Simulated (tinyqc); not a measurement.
# Gate-all-around wire, scale length and short-channel effects: several studies

A round wire of diameter ts in an insulator shell of thickness ti under a surrounding gate. Below threshold the potential that source and drain add obeys Laplace's equation and vanishes on the gate. Its lowest mode decays along the channel as exp(-k y); k is the smallest positive root of the matching condition at the interface, and the scale length is Lambda = pi/k.

Values chosen for this exercise; permittivities: semiconductor close to that of gallium nitride, insulator close to that of hafnium oxide: temperature T = 300 K; relative permittivity of the semiconductor eps_r = 9.35; relative permittivity of the insulator ei = 22.8; insulator thickness ti = 4 nm; wire diameter ts = 6.8 nm; channel length L = 20 nm; potential of the source Vbi = 1.01 V; potential of the barrier top at threshold sT = 0.48 V; drain voltage Vds = 0.8 V.

Constants: q = 1.602176634e-19 C, kB = 1.380649e-23 J/K, Vt = kB T/q. Results are converted to the units shown.

Each table varies one quantity; the others keep the values above.

## Effect of the channel length

k is the smallest positive root of f(k) = ei J0(u)[J1(u) Y0(v) - Y1(u) J0(v)] - eps_r J1(u)[J0(u) Y0(v) - Y0(u) J0(v)], u = k ts/2, v = u + k ti. Along the channel psi(y) = s + a exp(y/l) + b exp(-y/l) with psi(0) = Vbi, psi(L) = Vbi + Vds and l = 1/k = Lambda/pi; with A = Vbi - s, B = A + Vds, x = exp(-L/l): a = (B - A x) x/(1 - x^2), b = (A - B x)/(1 - x^2). The minimum is s + 2 sqrt(a b), at y = (l/2) ln(b/a). The long-channel potential follows the gate as s = sT + (Vg - VTL)/m, and the threshold VT is the gate voltage at which the minimum equals sT. Swing = m Vt ln 10/g at threshold, g = d(minimum)/ds = 1 - (b x + a)/((1 + x) sqrt(a b)). DIBL = [VT(0.05 V) - VT(Vds)]/(Vds - 0.05 V). sT and Vbi are held fixed; m = 1.

The same in every row: Lambda (nm) = 8.172.

Effect of the channel length:

| L (nm) | L/Lambda | VT - VTL at Vds = 0.05 V (mV) | VT - VTL at Vds (mV) | DIBL (mV/V) | swing (mV/decade) |
|---|---|---|---|---|---|
| 9 | 1.101 | -290.6 | -452.0 | 215.2 | 93.21 |
| 11 | 1.346 | -173.2 | -267.6 | 125.9 | 79.73 |
| 13 | 1.591 | -108.2 | -166.3 | 77.47 | 72.22 |
| 15 | 1.835 | -69.63 | -106.6 | 49.25 | 67.73 |
| 18 | 2.203 | -37.16 | -56.63 | 25.95 | 63.92 |
| 22 | 2.692 | -16.64 | -25.27 | 11.51 | 61.50 |
| 26 | 3.182 | -7.593 | -11.51 | 5.228 | 60.43 |
| 31 | 3.793 | -2.880 | -4.363 | 1.978 | 59.87 |
| 37 | 4.528 | -0.9057 | -1.372 | 0.6214 | 59.63 |

Read the table: what changes, and by how much?

From L = 9 to 37 nm, DIBL falls from 215 to 0.621 mV/V and the swing falls from 93.2 to 59.6 mV a decade (long-channel value 59.5). Between the last two rows the threshold shift at Vds decays with a length of 5.18 nm, against 2 Lambda/pi = 5.20 nm for a shift that goes as exp(-pi L/(2 Lambda)). DIBL first drops below 100 mV/V at L = 13 nm among the rows, L/Lambda = 1.6. For L = 9 to 11 nm L is under 1.5 Lambda, where higher modes, left out of the one-mode potential, count.

## Effect of the insulator thickness

Same model as above.

Effect of the insulator thickness:

| ti (nm) | Lambda (nm) | L/Lambda | VT - VTL at Vds (mV) | DIBL (mV/V) | swing (mV/decade) |
|---|---|---|---|---|---|
| 1.3 | 5.1935 | 3.8509 | -3.9838 | 1.8058 | 59.839 |
| 1.7 | 5.5021 | 3.6350 | -5.6045 | 2.5414 | 59.966 |
| 2.2 | 5.9672 | 3.3516 | -8.7825 | 3.9855 | 60.215 |
| 2.9 | 6.7522 | 2.9620 | -16.356 | 7.4351 | 60.806 |
| 3.8 | 7.9044 | 2.5302 | -32.898 | 15.009 | 62.091 |
| 4.9 | 9.4018 | 2.1273 | -64.308 | 29.517 | 64.509 |
| 6.4 | 11.482 | 1.7419 | -125.98 | 58.387 | 69.192 |

As ti goes from 1.3 to 6.4 nm, Lambda rises from 5.19 to 11.5 nm, DIBL rises from 1.81 to 58.4 mV/V and the swing rises from 59.8 to 69.2 mV a decade. On average Lambda goes as ti^(0.50).

## Effect of the wire diameter

Same model as above.

Result of one run:

| ts (nm) | Lambda (nm) | L/Lambda | VT - VTL at Vds (mV) | DIBL (mV/V) | swing (mV/decade) |
|---|---|---|---|---|---|
| 8.2 | 8.770 | 2.281 | -49.69 | 22.75 | 63.39 |

What becomes of these results when the wire diameter ts is changed from 8.2 to 4.2 nm, all else the same?

Result of the changed run:

| ts (nm) | Lambda (nm) | L/Lambda | VT - VTL at Vds (mV) | DIBL (mV/V) | swing (mV/decade) |
|---|---|---|---|---|---|
| 4.2 | 7.157 | 2.794 | -21.41 | 9.746 | 61.20 |

The whole series:

| ts (nm) | Lambda (nm) | L/Lambda | VT - VTL at Vds (mV) | DIBL (mV/V) | swing (mV/decade) |
|---|---|---|---|---|---|
| 2.7 | 6.570 | 3.044 | -14.34 | 6.515 | 60.65 |
| 3.4 | 6.849 | 2.920 | -17.49 | 7.952 | 60.89 |
| 4.2 | 7.157 | 2.794 | -21.41 | 9.746 | 61.20 |
| 5.3 | 7.578 | 2.639 | -27.54 | 12.55 | 61.68 |
| 6.6 | 8.091 | 2.472 | -36.19 | 16.52 | 62.35 |
| 8.2 | 8.770 | 2.281 | -49.69 | 22.75 | 63.39 |
| 10 | 9.615 | 2.080 | -69.68 | 32.01 | 64.92 |

As ts goes from 2.7 to 10 nm, Lambda rises from 6.57 to 9.61 nm, DIBL rises from 6.52 to 32.0 mV/V and the swing rises from 60.6 to 64.9 mV a decade. On average Lambda goes as ts^(0.29). For ts = 2.7 to 3.4 nm the semiconductor is under 4 nm thick, where quantum confinement shifts the threshold.

Computed by the program tinyqc: `OMP_NUM_THREADS=1 python tinyqc.py 2420005 2420006 out.jsonl`, one thread of a shared Intel Xeon 2.30GHz, about 0.01 s for the whole run.
